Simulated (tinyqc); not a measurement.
Plane-wave Kohn-Sham cycle with exchange-only LDA in a layered model solid, step by step. One step of it, computed by the program tinyqc.

Problem. Iteration 1: potential. V_H(G) = 4 pi rho(G)/G^2 for G != 0 (uniform background); v_x = -(3 rho/pi)^(1/3); V = V_ext + V_H + v_x; Fourier components f(G_m) = (1/N) sum_j f(x_j) exp(-i G_m x_j).

A solid whose potential varies along x alone (atomic units):
```
parameter                      value
period a                    4.500000
cross-section of the cell  29.000000
electrons per cell                 4
grid points                       16
plane waves -n..n, n               3
k points                           3
V1 in V1 cos(2 pi x/a)     -0.370000
```

density at the start, on the grid x_j = j a/N (e/bohr^3): [0.03065134, 0.03065134, 0.03065134, 0.03065134, 0.03065134, 0.03065134, 0.03065134, 0.03065134, 0.03065134, 0.03065134, 0.03065134, 0.03065134, 0.03065134, 0.03065134, 0.03065134, 0.03065134]

Give: Potentials on the grid; V(G_m), m = 0, 1, 2, ....

Solution.

Potentials on the grid (hartree):
```
x       V_ext    V_H     v_x       V
0.000  -0.370  0.000  -0.308  -0.678
0.281  -0.342  0.000  -0.308  -0.650
0.562  -0.262  0.000  -0.308  -0.570
0.844  -0.142  0.000  -0.308  -0.450
1.125       0  0.000  -0.308  -0.308
1.406   0.142  0.000  -0.308  -0.167
1.688   0.262  0.000  -0.308  -0.047
1.969   0.342  0.000  -0.308   0.034
2.250   0.370  0.000  -0.308   0.062
2.531   0.342  0.000  -0.308   0.034
2.812   0.262  0.000  -0.308  -0.047
3.094   0.142  0.000  -0.308  -0.167
3.375       0  0.000  -0.308  -0.308
3.656  -0.142  0.000  -0.308  -0.450
3.938  -0.262  0.000  -0.308  -0.570
4.219  -0.342  0.000  -0.308  -0.650
```

V(G_m), m = 0, 1, 2, ... (hartree): [-0.308, -0.185, 0.000, 0.000, 0.000, 0.000, 0.000]
